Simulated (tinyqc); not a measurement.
Spreading the carriers over a thicker layer: defect, radiative and Auger recombination at equal electron and hole densities (ABC model).

J/(e d) = Ae n + B n^2 + C n^3 with Ae = A + 4 S/w (four side walls, carriers spread evenly), e = 1.602176634e-19 C, lengths in cm; internal efficiency IQE = B n^2/(Ae n + B n^2 + C n^3); all injected carriers recombine in the layer.

Parameters, chosen for this exercise (orders of magnitude like those quoted for Si; not measured data): A = 43000 1/s (defect rate); B = 3.5e-15 cm^3/s (radiative coefficient); C = 7.9e-31 cm^6/s (Auger coefficient); S = 390 cm/s (recombination velocity of the side walls); w = 2800 micrometre (side of the square mesa); d = 99000 nm (active thickness); J = 1500 A/cm^2 (current density).

d is multiplied by the factor listed, at the same J.

Results:

| factor | n (1/cm^3) | defect | radiative | Auger |
|---|---|---|---|---|
| 0.10 | 2.28e+18 | 0.0117 | 0.00192 | 0.986 |
| 0.20 | 1.80e+18 | 0.0185 | 0.00241 | 0.979 |
| 0.50 | 1.32e+18 | 0.0339 | 0.00323 | 0.963 |
| 1.0 | 1.04e+18 | 0.0535 | 0.00401 | 0.943 |
| 2.0 | 8.17e+17 | 0.0839 | 0.00494 | 0.911 |
| 5.0 | 5.87e+17 | 0.151 | 0.00637 | 0.843 |
| 10 | 4.50e+17 | 0.231 | 0.00750 | 0.761 |
| 20 | 3.38e+17 | 0.347 | 0.00845 | 0.644 |

The best factor listed is 20 (IQE 0.0085); the optimum factor equals J/J_peak = 38.9, a layer of 3.85e+06 nm, since only J/d matters and the peak value 0.00885 does not depend on d. A thicker layer trades Auger loss (0.986 to 0.644) for defect loss (0.0117 to 0.347).

Program tinyqc; command `OMP_NUM_THREADS=1 python tinyqc.py 1681619 1681620 out.jsonl`; about 0.01 s on one thread of a shared Intel(R) Xeon(R) Processor @ 2.30GHz.
